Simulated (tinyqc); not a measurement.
Grain-boundary trapping model (Seto) of a polycrystalline semiconductor film. Changing the grain size L. Computed by tinyqc, a small Python program. Command: `OMP_NUM_THREADS=1 python tinyqc.py 3015441 3015442 out.jsonl poly sweep`. One thread of a shared host (Intel(R) Xeon(R) Processor @ 2.30GHz), about 0.01 s of CPU time with the checks.

Grains of equal size L are joined by thin boundaries with one trap level. Trapped carriers deplete a width W on each side and raise a barrier, crossed by thermionic emission. Dopants are fully ionised, statistics are non-degenerate and mu_g does not depend on T.

Inputs (values chosen for the exercise, modelled on polycrystalline silicon):
```
quantity                                     value    unit
permittivity eps                              11.7       -
effective mass m                              0.44     m_0
effective density of states at 300 K, N_c  1.9e+19  1/cm^3
trap density Q_t                             2e+12  1/cm^2
trap level E_t below the band edge             0.4      eV
doping N                                   1.6e+18  1/cm^3
temperature T                                  300       K
```

Grain interior: neglected.

Constants: k_B = 8.617333262e-05 eV/K; e = 1.602176634e-19 C; eps_0 = 8.8541878128e-12 F/m; m_0 = 9.1093837015e-31 kg; k_B = 1.380649e-23 J/K.

Method. N_c(T) = N_c (T/300 K)^(3/2). Filled traps Q = Q_t/(1 + (1/2) exp((E_t* - E_F)/k_B T)), where E_t* = e V_B - E_t and E_F are counted from the band edge at the grain centre. Partial depletion: Q = 2 N W, V_B = e N W^2/(2 eps eps_0), E_F = k_B T ln(N/N_c); solve for W. If that W would exceed L/2 the grain is fully depleted: W = L/2, Q = N L, and E_F follows from the trap equation. Centre density n_0 = N_c exp(E_F/k_B T). Boundary: sigma_b = L e^2 n_0 exp(-e V_B/k_B T)/sqrt(2 pi m k_B T); rho = 1/sigma_b. Mean carrier density n_av = n_0 [(1 - 2W/L) + (2W/L) (sqrt(pi)/2) erf(y)/y], y = sqrt(e V_B/k_B T); effective mobility 1/(e n_av rho).

One run for each value:
```
grain size L (nm)  resistivity rho (ohm cm)  barrier V_B (V)  effective mobility (cm^2/(V s))  depletion width W (nm)
10                               5.4911e+03         0.030932                             66.6                  5.0000
18                               8.9591e-02         0.048330                             59.5                  6.2500
32                               5.0395e-02         0.048330                             91.2                  6.2500
56                               2.8797e-02         0.048330                            148.2                  6.2500
100                              1.6126e-02         0.048330                            254.2                  6.2500
180                              8.9591e-03         0.048330                            447.4                  6.2500
320                              5.0395e-03         0.048330                            785.9                  6.2500
560                              2.8797e-03         0.048330                           1366.4                  6.2500
1000                             1.6126e-03         0.048330                           2430.7                  6.2500
```

Describe and explain the trends.

Over the rows, resistivity rho (ohm cm) falls from 5490 to 0.00161 (exponent d ln y / d ln x -19 between the first rows and -1.0 between the last); barrier V_B (V) rises from 0.0309 to 0.0483, flat over part of the range; effective mobility (cm^2/(V s)) goes from 66.6 through a minimum among these rows, 59.5 at 18.0, to 2430. At the high end the exponent of barrier V_B is 0.00, close to 0: partial depletion.

Caution (all rows): the barrier is below 2 k_B T, so scattering inside the grains, left out here, also limits the real mobility. Caution (rows 18.0, 32.0, 56.0, 100, 180, 320, 560, 1000): e V_B is below 2 k_B T, where the depletion approximation fails and the mean density does not balance the trapped charge.

Extremes, crossings and ranges named in words are read from the listed rows.
